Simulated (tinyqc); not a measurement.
Frequency dispersion of an accumulation capacitance by border traps, distributed model: two steps of the calculation.

Traps spread evenly through the insulator exchange electrons with the semiconductor by tunnelling, with tau(x) = t0 exp(2 ka x) at depth x from the interface. The admittance per area Y seen at depth x obeys dY/dx = -Y^2/(i w eps0 eox) + q Nb ln(1 + i w tau)/tau, with Y(0) = i w Cs and w = 2 pi f; the gate sees Y(tox) = G + i w C. Working variable y = Y/(i w), in uF/cm^2. Cox = eps0 eox/tox.

Values chosen for this exercise; permittivity close to that of aluminium oxide:
```
symbol   value         unit                                               meaning
eox       8.67                             relative permittivity of the insulator
tox         12           nm                                   insulator thickness
Cs         1.2      uF/cm^2             semiconductor capacitance in accumulation
Nb      5.7e18  cm^-3 eV^-1                               density of border traps
ka         4.7         1/nm  decay constant of the wave function in the insulator
t0       8e-11            s              time constant of a trap at the interface
f          1e6           Hz                                             frequency
xe         1.3           nm               depth down to which the steps are taken
```

Constants: q = 1.602176634e-19 C, eps0 = 8.8541878128e-14 F/cm where lengths are in cm. Results are converted to the units shown.

Problem 1. Scales and lumped estimate. Cox; trap-free value 1/(1/Cox + 1/Cs); response depth d = ln(1/(w t0))/(2 ka), where w tau = 1; lumped estimate: all traps within d act as C_bt = q Nb d placed at d/2, so C = 1/{1/[1/(1/Cs + d/(2 eps0 eox)) + C_bt] + (tox - d/2)/(eps0 eox)}.

Wanted: Cox; trap-free C; d; C_bt; lumped C.

Solution 1.

Cox = 0.63972 uF/cm^2
trap-free C = 0.41727 uF/cm^2
d = 0.80804 nm
C_bt = 0.073794 uF/cm^2
lumped C = 0.42696 uF/cm^2

The traps within reach amount to 0.0615 Cs and lie in the first 6.73 % of the insulator.

Problem 2. Midpoint steps through the active depth. In terms of y: dy/dx = -y^2/(eps0 eox) + s(x), s = q Nb ln(1 + z)/z, z = i w tau. 11 midpoint steps of h = xe/11: y_half = y + (h/2) y'(x, y), y(new) = y + h y'(x + h/2, y_half).

Find: x; s; y.

Solution 2.

```
point	x (nm)	s (uF/(cm^2 nm))	y (uF/cm^2)
0	0	0.091324-0.000023i	1.2000+0.0000i
1	0.11818	0.091324-0.000070i	1.1888+0.0000i
2	0.23636	0.091323-0.000212i	1.1781+0.0000i
3	0.35455	0.091318-0.000643i	1.1677-0.0001i
4	0.47273	0.091268-0.001951i	1.1577-0.0002i
5	0.59091	0.090816-0.005882i	1.1480-0.0006i
6	0.70909	0.086985-0.016742i	1.1385-0.0017i
7	0.82727	0.066717-0.033925i	1.1281-0.0047i
8	0.94545	0.032691-0.033331i	1.1146-0.0088i
9	1.0636	0.012234-0.019887i	1.0981-0.0116i
10	1.1818	0.004193-0.009561i	1.0807-0.0128i
11	1.3000	0.001398-0.004143i	1.0633-0.0131i
```

Computed by the program tinyqc: `OMP_NUM_THREADS=1 python tinyqc.py 2202209 2202210 out.jsonl`, one thread of a shared Intel Xeon 2.30GHz, about 0.7 s for the whole run.
